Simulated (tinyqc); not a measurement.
Hydrogenic impurity: series, fields, screening, photoionisation and donor-acceptor pairs: one step, computed by the program tinyqc.

One isotropic, parabolic band. Effective units: Ry* and a*, in which H = -nabla^2 - 2/r.

Task: Effective units and the series. Ry* = Ry m/eps^2, a* = a_0 eps/m; level n is bound by Ry*/n^2; <r> = (3/2) a* in 1s; lines 1s -> np at Ry* (1 - 1/n^2); 1 THz = 4.135667696 meV.

Inputs (values chosen for the exercise, modelled on ZnO): electron mass m = 0.27 m_0; dielectric constant eps = 8.43.

Parts treated: magnetic field and photoionisation.

Constants: Ry = 13.605693123 eV; a_0 = 0.529177210903 angstrom; h x 1 THz = 4.135667696 meV.

Give: Ry*; a*; <r> of 1s; Series.

Result:

Ry* = 51.69 meV

a* = 16.52 angstrom

<r> of 1s = 24.78 angstrom

Series:

| n | binding (meV) | line from 1s (meV) | line (THz) |
|---|---|---|---|
| 2 | 12.92 | 38.77 | 9.37 |
| 3 | 5.74 | 45.95 | 11.11 |
| 4 | 3.23 | 48.46 | 11.72 |
| 5 | 2.07 | 49.62 | 12.00 |
